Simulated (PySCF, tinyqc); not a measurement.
Inside a calculation. Method: coupled-perturbed Hartree-Fock on RHF in the sto-6g basis, for H6, spin multiplicity 1. The lowest restricted solution is unstable here: a spin-polarised one lies 0.0529 hartree lower (PySCF). One step of it, computed by the program tinyqc.

Question. Coupled step 1. U_ai = -(mu_ai + sum_bj [4 (ai|bj) - (ab|ij) - (aj|bi)] U_bj) / (e_a - e_i); alpha = -4 sum U_ai mu_ai.

uncoupled U:
```
,i1,i2,i3
a4,0.243291,0.002351,7.264493
a5,0.000593,0.340405,0.001532
a6,0.036506,0.000461,0.184619
```

dipole integrals <a|z|i> (bohr):
```
,i1,i2,i3
a4,-0.180310,-0.001465,-2.995508
a5,-0.000649,-0.332042,-0.001172
a6,-0.052156,-0.000604,-0.203066
```

orbital energies (hartree): MO1 -0.610901, MO2 -0.492769, MO3 -0.282122, MO4 0.130228, MO5 0.482662, MO6 0.817799

Two-electron integrals over orbitals (pq|rs), unique and non-zero (hartree):
```
p,q,r,s,(pq|rs)
1,1,1,1,0.408730
2,1,1,1,-0.000212
2,1,2,1,0.136077
2,2,1,1,0.334697
2,2,2,1,0.000263
2,2,2,2,0.356400
3,1,1,1,-0.074906
3,1,2,1,-0.000042
3,1,2,2,0.019266
3,1,3,1,0.092874
3,2,1,1,-0.000076
3,2,2,1,0.087750
3,2,2,2,0.000279
3,2,3,1,-0.000053
3,2,3,2,0.115157
3,3,1,1,0.331955
3,3,2,1,-0.000126
3,3,2,2,0.323620
3,3,3,1,-0.011634
3,3,3,2,-0.000187
3,3,3,3,0.346077
4,1,1,1,-0.000122
4,1,2,1,0.054448
4,1,2,2,-0.000048
4,1,3,1,-0.000062
4,1,3,2,-0.021466
4,1,3,3,0.000081
4,1,4,1,0.076763
4,2,1,1,0.082730
4,2,2,1,-0.000129
4,2,2,2,0.019037
4,2,3,1,-0.061797
4,2,3,2,-0.000104
4,2,3,3,-0.006809
4,2,4,1,-0.000040
4,2,4,2,0.089591
4,3,1,1,-0.000112
4,3,2,1,-0.089086
4,3,2,2,-0.000251
4,3,3,1,0.000232
4,3,3,2,-0.088697
4,3,3,3,0.000145
4,3,4,1,-0.005753
4,3,4,2,-0.000122
4,3,4,3,0.125234
4,4,1,1,0.338949
4,4,2,1,-0.000117
4,4,2,2,0.329026
4,4,3,1,-0.013170
4,4,3,2,-0.000165
4,4,3,3,0.343138
4,4,4,1,0.000056
4,4,4,2,0.002992
4,4,4,3,0.000117
4,4,4,4,0.354043
5,1,1,1,0.003328
5,1,2,1,0.000006
5,1,2,2,0.038043
5,1,3,1,0.035366
5,1,3,2,-0.000050
5,1,3,3,-0.018558
5,1,4,1,-0.000025
5,1,4,2,0.023309
5,1,4,3,2.99e-06
5,1,4,4,-0.011625
5,1,5,1,0.059412
5,2,1,1,0.000047
5,2,2,1,0.050556
5,2,2,2,0.000097
5,2,3,1,-0.000104
5,2,3,2,0.003864
5,2,3,3,1.43e-06
5,2,4,1,0.048318
5,2,4,2,0.000132
5,2,4,3,0.033516
5,2,4,4,3.24e-06
5,2,5,1,0.000083
5,2,5,2,0.086601
5,3,1,1,0.082951
5,3,2,1,-0.000124
5,3,2,2,0.018674
5,3,3,1,-0.062775
5,3,3,2,-0.000084
5,3,3,3,0.000814
5,3,4,1,-0.000041
5,3,4,2,0.083334
5,3,4,3,-0.000139
5,3,4,4,-0.001575
5,3,5,1,0.017023
5,3,5,2,0.000114
5,3,5,3,0.088719
5,4,1,1,-0.000093
5,4,2,1,0.091670
5,4,2,2,0.000265
5,4,3,1,-0.000052
5,4,3,2,0.110433
5,4,3,3,-0.000198
5,4,4,1,-0.013183
5,4,4,2,-0.000095
5,4,4,3,-0.090404
5,4,4,4,-0.000176
5,4,5,1,-0.000037
5,4,5,2,0.006425
5,4,5,3,-0.000092
5,4,5,4,0.117618
5,5,1,1,0.349851
5,5,2,1,0.000222
5,5,2,2,0.364142
5,5,3,1,0.011334
5,5,3,2,0.000235
5,5,3,3,0.337365
5,5,4,1,-0.000039
5,5,4,2,0.022506
5,5,4,3,-0.000236
5,5,4,4,0.343925
5,5,5,1,0.035323
5,5,5,2,0.000093
5,5,5,3,0.023198
5,5,5,4,0.000239
5,5,5,5,0.387091
6,1,1,1,0.000060
6,1,2,1,-0.001448
6,1,2,2,0.000026
6,1,3,1,-0.000067
6,1,3,2,0.028172
6,1,3,3,-0.000039
6,1,4,1,-0.029163
6,1,4,2,0.000010
6,1,4,3,0.038373
6,1,4,4,-0.000033
6,1,5,1,-0.000075
6,1,5,2,0.039455
6,1,5,3,0.000005
6,1,5,4,0.025986
6,1,5,5,0.000017
6,1,6,1,0.072318
6,2,1,1,0.002843
6,2,2,1,0.000026
6,2,2,2,0.036875
6,2,3,1,0.034572
6,2,3,2,-0.000036
6,2,3,3,-0.013847
6,2,4,1,-0.000007
6,2,4,2,0.018658
6,2,4,3,3.01e-06
6,2,4,4,-0.015890
6,2,5,1,0.055244
6,2,5,2,0.000100
6,2,5,3,0.020736
6,2,5,4,-0.000037
6,2,5,5,0.036728
6,2,6,1,-0.000069
6,2,6,2,0.057654
6,3,1,1,-0.000103
6,3,2,1,0.053269
6,3,2,2,-0.000028
6,3,3,1,-0.000066
6,3,3,2,-0.016097
6,3,3,3,0.000076
6,3,4,1,0.071427
6,3,4,2,-0.000030
6,3,4,3,-0.006051
6,3,4,4,0.000077
6,3,5,1,-0.000022
6,3,5,2,0.048376
6,3,5,3,-0.000042
6,3,5,4,-0.016957
6,3,5,5,-0.000036
6,3,6,1,-0.027409
6,3,6,2,-0.000012
6,3,6,3,0.075433
6,4,1,1,-0.077916
6,4,2,1,-0.000028
6,4,2,2,0.013690
6,4,3,1,0.090935
6,4,3,2,-0.000039
6,4,3,3,-0.013539
6,4,4,1,-0.000057
6,4,4,2,-0.064067
6,4,4,3,0.000230
6,4,4,4,-0.015227
6,4,5,1,0.033525
6,4,5,2,-0.000104
6,4,5,3,-0.065675
6,4,5,4,-0.000043
6,4,5,5,0.013838
6,4,6,1,-0.000064
6,4,6,2,0.034635
6,4,6,3,-0.000067
6,4,6,4,0.099003
6,5,1,1,-0.000209
6,5,2,1,0.139518
6,5,2,2,0.000275
6,5,3,1,-0.000051
6,5,3,2,0.093758
6,5,3,3,-0.000136
6,5,4,1,0.054058
6,5,4,2,-0.000129
6,5,4,3,-0.095277
6,5,4,4,-0.000121
6,5,5,1,4.44e-06
6,5,5,2,0.052129
6,5,5,3,-0.000128
6,5,5,4,0.098954
6,5,5,5,0.000248
6,5,6,1,-0.001130
6,5,6,2,0.000024
6,5,6,3,0.057345
6,5,6,4,-0.000039
6,5,6,5,0.156110
6,6,1,1,0.432994
6,6,2,1,-0.000196
6,6,2,2,0.356914
6,6,3,1,-0.078980
6,6,3,2,-0.000070
6,6,3,3,0.355960
6,6,4,1,-0.000112
6,6,4,2,0.088426
6,6,4,3,-0.000137
6,6,4,4,0.364978
6,6,5,1,0.003738
6,6,5,2,0.000065
6,6,5,3,0.091426
6,6,5,4,-0.000086
6,6,5,5,0.381523
6,6,6,1,0.000061
6,6,6,2,0.003916
6,6,6,3,-0.000100
6,6,6,4,-0.087125
6,6,6,5,-0.000208
6,6,6,6,0.481519
```

Give: U after step 1; polarisability.

Answer.

U after step 1:
```
,i1,i2,i3
a4,0.2446,0.0044,6.7453
a5,0.0000,0.7883,0.0032
a6,0.0980,0.0000,0.1779
```

polarisability = 82.2112 bohr^3
